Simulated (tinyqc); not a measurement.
# One level from two frequencies

Inverse problem. A single interface trap level in an MOS capacitor has the conductance Gp/w = Cit w tau/(1 + w^2 tau^2), w = 2 pi f. Find tau and Cit.

Gp/w at f = 1.2e7 and 8.9e7 Hz (nF/cm^2): [127.92994, 110.36399]

Solution. w/(Gp/w) = 1/(Cit tau) + (tau/Cit) w^2 is linear in w^2; the two coefficients give tau and Cit.

tau = 5.37e-9 s
Cit = 368 nF/cm^2

Numbers from tinyqc (`OMP_NUM_THREADS=1 python tinyqc.py 2030097 2030098 out.jsonl`; about 0.01 s on one thread of a shared Intel Xeon 2.30GHz).
